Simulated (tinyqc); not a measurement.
Hubbard ring of 6 sites, step by step. Computed by tinyqc, a small Python program that keeps every step. Settings: hopping = 0.76, U = 8.9, mixing = 0.5, iteration cap = 54. Command: `OMP_NUM_THREADS=1 python tinyqc.py 21398 21399 out.jsonl` (the two numbers bound the seeds that draw the settings). One thread of a shared host (Intel(R) Xeon(R) Processor @ 2.60GHz), about 0.2 s of CPU time with the checks. Later iterations appear only in the table of the cycle.

## Mean-field iteration 1

one-body matrix (hopping and site energies) (eV):
```
           1          2          3          4          5          6
1  -0.300000  -0.760000   0.000000   0.000000   0.000000  -0.760000
2  -0.760000  -0.690000  -0.760000   0.000000   0.000000   0.000000
3   0.000000  -0.760000   0.900000  -0.760000   0.000000   0.000000
4   0.000000   0.000000  -0.760000   0.040000  -0.760000   0.000000
5   0.000000   0.000000   0.000000  -0.760000  -0.950000  -0.760000
6  -0.760000   0.000000   0.000000   0.000000  -0.760000   0.510000
```

U = 8.900000 eV

electrons, up and down: 4  1

mixing = 0.500000

n(up) at the start (a guess, not normalised): 1 0.667000, 2 0.667000, 3 0.667000, 4 0.667000, 5 0.667000, 6 0.667000

n(down) at the start (a guess): 1 0.167000, 2 0.167000, 3 0.167000, 4 0.167000, 5 0.167000, 6 0.167000

H(up) = T + U n(down), H(down) = T + U n(up); fill the lowest levels; n(new) = n + mixing (n(out) - n); E = tr T (rho up + rho down) + U sum n_up n_down of the output.

levels, up (eV): -0.298263  0.137308  0.983572  1.817976  2.625922  3.161284

levels, down (eV): 4.151737  4.587308  5.433572  6.267976  7.075922  7.611284

energy = 1.828949 eV

n(up) after iteration 1: 1 0.725859, 2 0.785849, 3 0.479062, 4 0.729870, 5 0.784141, 6 0.496219

n(down) after iteration 1: 1 0.158218, 2 0.171716, 3 0.107344, 4 0.145217, 5 0.278865, 6 0.139639

## Mean-field iteration 2

As before.

levels, up (eV): -0.218453  0.490367  0.786003  1.964409  2.404847  2.991727

levels, down (eV): 4.134768  4.606528  5.478259  6.344456  7.038680  7.516209

energy = 0.723779 eV

n(up) after iteration 2: 1 0.794282, 2 0.834862, 3 0.420246, 4 0.739529, 5 0.743740, 6 0.467841

n(down) after iteration 2: 1 0.142735, 2 0.116882, 3 0.116425, 4 0.099177, 5 0.209368, 6 0.315914

## Mean-field iteration 3

As before.

levels, up (eV): -0.472433  0.047673  0.898421  1.572529  2.600941  3.767318

levels, down (eV): 3.944587  4.257245  5.536636  6.425330  7.188997  7.761656

energy = -0.407912 eV

n(up) after iteration 3: 1 0.859348, 2 0.870146, 3 0.366035, 4 0.775459, 5 0.829834, 6 0.299428

n(down) after iteration 3: 1 0.098016, 2 0.077810, 3 0.179812, 4 0.081985, 5 0.186096, 6 0.376531

## Convergence

Each step fills the lowest levels of T + U n(other spin) and sets n(new) = n + mixing (n(out) - n); stop when output and input agree to 1e-8.

Course of the cycle:
```
iteration       E (eV)  largest |n(out) - n(in)|  mean |n_up - n_down|
1           1.82894902                  3.76e-01              0.500000
2           0.72377911                  3.53e-01              0.517575
3          -0.40791232                  3.37e-01              0.602044
4          -1.85155300                  5.42e-01              0.776583
5          -2.28848642                  3.10e-01              0.809561
6          -2.35248932                  1.69e-01              0.817671
7          -2.36529613                  8.92e-02              0.820463
8          -2.36825948                  4.67e-02              0.821648
9          -2.36899327                  2.43e-02              0.822206
10         -2.36918145                  1.27e-02              0.822481
11         -2.36923070                  7.24e-03              0.822621
...                ...                       ...                   ...
22         -2.36924856                  8.61e-06              0.822771
23         -2.36924856                  4.45e-06              0.822771
24         -2.36924856                  2.29e-06              0.822771
25         -2.36924856                  1.17e-06              0.822771
26         -2.36924856                  5.98e-07              0.822771
27         -2.36924856                  3.04e-07              0.822771
28         -2.36924856                  1.53e-07              0.822771
29         -2.36924856                  7.70e-08              0.822771
30         -2.36924856                  3.84e-08              0.822771
31         -2.36924856                  1.91e-08              0.822771
32         -2.36924856                  9.79e-09              0.822771
```

local moments n_up - n_down: 1 0.970857, 2 0.905334, 3 0.336402, 4 0.790007, 5 0.965715, 6 -0.968314

Converged in 32 iterations. Before convergence this energy mixes input and output and is not variational, so it may rise towards its limit.

## Exact diagonalisation (90 states)

Lowest levels of the sector, and the double occupancy of the lowest state.

lowest levels (eV): -2.584345  -2.471655  -2.331792  -2.293213  -2.166319  -2.164984

double occupancy per site = 0.008777

The mean-field solution above lies 0.2151 eV above the exact energy.

## The lowest level by Lanczos steps

From a random start vector (not printed): a_j = <q_j|H|q_j>, b_j = norm of the remainder after orthogonalising; the Ritz value is the lowest eigenvalue of the tridiagonal matrix of a and b so far.

Lanczos:
```
j   a_j (eV)  b_j (eV)  lowest Ritz value (eV)
1   3.580002  4.969474              3.58000163
2   3.971439  3.262934             -1.19760689
3   6.027901  4.263248             -1.88897266
4   4.033934  3.630364             -2.24621411
5   7.394191  3.374764             -2.38041867
6   3.948259  4.143247             -2.42150606
7   6.293370  3.256631             -2.44803364
8   6.276095  4.135355             -2.45570959
9   2.993391  4.109264             -2.46224938
10  6.940649  2.863042             -2.47216644
```
